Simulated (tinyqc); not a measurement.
Plane-wave Kohn-Sham cycle with exchange-only LDA in a layered model solid, step by step. Computed by tinyqc, a small Python program that keeps every step. Settings: points = 16, plane-wave index or count = 2, electrons = 2, k points = 3, area = 38.0, mixing = 1.0, iteration cap = 77, Kerker q0 = 0.84. Command: `OMP_NUM_THREADS=1 python tinyqc.py 24718 24719 out.jsonl` (the two numbers bound the seeds that draw the settings). One thread of a shared host (Intel(R) Xeon(R) Processor @ 2.60GHz), about 0.01 s of CPU time with the checks. Later iterations appear only in the table of the cycle.

## Iteration 1: potential

A solid whose potential varies along x alone (atomic units):
```
parameter                      value
period a                    5.100000
cross-section of the cell  38.000000
electrons per cell                 2
grid points                       16
plane waves -n..n, n               2
k points                           3
V1 in V1 cos(2 pi x/a)     -0.250000
```

density at the start, on the grid x_j = j a/N (e/bohr^3): 0.01031992  0.01031992  0.01031992  0.01031992  0.01031992  0.01031992  0.01031992  0.01031992  0.01031992  0.01031992  0.01031992  0.01031992  0.01031992  0.01031992  0.01031992  0.01031992

V_H(G) = 4 pi rho(G)/G^2 for G != 0 (uniform background); v_x = -(3 rho/pi)^(1/3); V = V_ext + V_H + v_x; Fourier components f(G_m) = (1/N) sum_j f(x_j) exp(-i G_m x_j).

Potentials on the grid (hartree):
```
x             V_ext       V_H        v_x          V
0.000000  -0.250000  0.000000  -0.214396  -0.464396
0.318750  -0.230970  0.000000  -0.214396  -0.445365
0.637500  -0.176777  0.000000  -0.214396  -0.391172
0.956250  -0.095671  0.000000  -0.214396  -0.310066
1.275000          0  0.000000  -0.214396  -0.214396
1.593750   0.095671  0.000000  -0.214396  -0.118725
1.912500   0.176777  0.000000  -0.214396  -0.037619
2.231250   0.230970  0.000000  -0.214396   0.016574
2.550000   0.250000  0.000000  -0.214396   0.035604
2.868750   0.230970  0.000000  -0.214396   0.016574
3.187500   0.176777  0.000000  -0.214396  -0.037619
3.506250   0.095671  0.000000  -0.214396  -0.118725
3.825000          0  0.000000  -0.214396  -0.214396
4.143750  -0.095671  0.000000  -0.214396  -0.310066
4.462500  -0.176777  0.000000  -0.214396  -0.391172
4.781250  -0.230970  0.000000  -0.214396  -0.445365
```

V(G_m), m = 0, 1, 2, ... (hartree): -0.214396  -0.125000  0.000000  0.000000  0.000000

## Iteration 1: Hamiltonian at one k

k = 0.000000 2 pi / a

H(m,m') = (k + G_m)^2/2 delta + V(G_m - G_m'), with V(-G) = V(G).

H (hartree):
```
           -2         -1         +0         +1         +2
-2   2.821238  -0.125000   0.000000   0.000000   0.000000
-1  -0.125000   0.544513  -0.125000   0.000000   0.000000
+0   0.000000  -0.125000  -0.214396  -0.125000   0.000000
+1   0.000000   0.000000  -0.125000   0.544513  -0.125000
+2   0.000000   0.000000   0.000000  -0.125000   2.821238
```

## Iteration 1: levels at that k

Diagonalise the Hermitian matrix.

eigenvalues (hartree): -0.253792  0.537670  0.577036  2.828081  2.828111

## Iteration 1: new density

Motion across x is left out: the lowest 1 band(s) hold two electrons at each of the k points (j + 1/2)/nk - 1/2. Residual R = rho(out) - rho(in); rho(new) = rho(in) + 1 R, with R(G) scaled by G^2/(G^2 + 0.84^2) (Kerker). rho(out) = 2/(a A nk) sum |psi|^2 with psi = sum c exp(i G x). Harris energy E = band energy - dV sum rho (V_H/2 + v_x) + (3/4) dV sum rho v_x with rho(in), dV = a A/N, band energy = (2/nk) sum of the filled levels.

rho(out) (e/bohr^3): 0.01944920  0.01850425  0.01598004  0.01263731  0.00930657  0.00656789  0.00465762  0.00357021  0.00322168  0.00357021  0.00465762  0.00656789  0.00930657  0.01263731  0.01598004  0.01850425

density after iteration 1 (e/bohr^3): 0.01678308  0.01606544  0.01417329  0.01173560  0.00941216  0.00761898  0.00646444  0.00585966  0.00567649  0.00585966  0.00646444  0.00761898  0.00941216  0.01173560  0.01417329  0.01606544

energy per cell = -0.31880454 hartree

## Iteration 2: potential

As before.

Potentials on the grid (hartree):
```
x             V_ext        V_H        v_x          V
0.000000  -0.250000   0.047482  -0.252124  -0.454642
0.318750  -0.230970   0.043434  -0.248478  -0.436014
0.637500  -0.176777   0.032177  -0.238313  -0.382912
0.956250  -0.095671   0.016059  -0.223782  -0.303394
1.275000          0  -0.001881  -0.207916  -0.209796
1.593750   0.095671  -0.018719  -0.193771  -0.116820
1.912500   0.176777  -0.032178  -0.183443  -0.038845
2.231250   0.230970  -0.040774  -0.177534   0.012662
2.550000   0.250000  -0.043719  -0.175664   0.030617
2.868750   0.230970  -0.040774  -0.177534   0.012662
3.187500   0.176777  -0.032178  -0.183443  -0.038845
3.506250   0.095671  -0.018719  -0.193771  -0.116820
3.825000          0  -0.001881  -0.207916  -0.209796
4.143750  -0.095671   0.016059  -0.223782  -0.303394
4.462500  -0.176777   0.032177  -0.238313  -0.382912
4.781250  -0.230970   0.043434  -0.248478  -0.436014
```

V(G_m), m = 0, 1, 2, ... (hartree): -0.210891  -0.121480  -0.000554  0.000167  -0.000007

## Iteration 2: Hamiltonian at one k

k = 0.000000 2 pi / a

As before.

H (hartree):
```
           -2         -1         +0         +1         +2
-2   2.824742  -0.121480  -0.000554   0.000167  -0.000007
-1  -0.121480   0.548017  -0.121480  -0.000554   0.000167
+0  -0.000554  -0.121480  -0.210891  -0.121480  -0.000554
+1   0.000167  -0.000554  -0.121480   0.548017  -0.121480
+2  -0.000007   0.000167  -0.000554  -0.121480   2.824742
```

## Iteration 2: levels at that k

As before.

eigenvalues (hartree): -0.248223  0.542089  0.578327  2.831203  2.831232

## Iteration 2: new density

As before.

rho(out) (e/bohr^3): 0.01927298  0.01835035  0.01588359  0.01261110  0.00934151  0.00664357  0.00475416  0.00367464  0.00332785  0.00367464  0.00475416  0.00664357  0.00934151  0.01261110  0.01588359  0.01835035

density after iteration 2 (e/bohr^3): 0.01849795  0.01763592  0.01534078  0.01232254  0.00934886  0.00694253  0.00529697  0.00437868  0.00408817  0.00437868  0.00529697  0.00694253  0.00934886  0.01232254  0.01534078  0.01763592

energy per cell = -0.31523052 hartree

## Convergence

Stop when sqrt(dV sum R^2) is below 1e-8, dV = a A/N.

Course of the cycle:
```
iteration  E (hartree)  norm of the residual
1          -0.31880454              8.00e-02
2          -0.31523052              2.38e-02
3          -0.31511188              7.29e-03
4          -0.31512125              2.28e-03
5          -0.31512314              7.23e-04
6          -0.31512336              2.30e-04
7          -0.31512339              7.30e-05
8          -0.31512339              2.32e-05
9          -0.31512339              7.40e-06
10         -0.31512339              2.35e-06
11         -0.31512339              7.49e-07
12         -0.31512339              2.38e-07
13         -0.31512339              7.59e-08
14         -0.31512339              2.41e-08
15         -0.31512339              7.68e-09
```

Converged in 15 iterations. Before convergence this energy mixes input and output and is not variational, so it may rise towards its limit.
